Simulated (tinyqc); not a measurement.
# Thermal resistances of a two-die stack

Inverse problem. Heat leaves through the lower die only, and the system is linear. Find the resistance R1 from the lower die to the coolant, R2 between the dies, and the rise of the upper die when both are powered.

Parameters, values chosen for the exercise:

| symbol | value | unit | meaning |
|---|---|---|---|
| P1 | 17 | W | power of the lower die |
| P2 | 14 | W | power of the upper die |

rises of the lower and upper die with only the lower one powered (K): [15.13, 15.13]
rises of the lower and upper die with only the upper one powered (K): [12.46, 18.2]

Solution. With only the lower die powered no heat crosses R2, so both dies rise by P1 R1; the difference in the second test is P2 R2; rises add.

R1 = 0.8900 K/W
R2 = 0.4100 K/W
rise of the upper die = 33.33 K

tinyqc, about 0.02 s, one thread, Intel Xeon 2.30GHz (shared host): `OMP_NUM_THREADS=1 python tinyqc.py 2162138 2162139 out.jsonl`
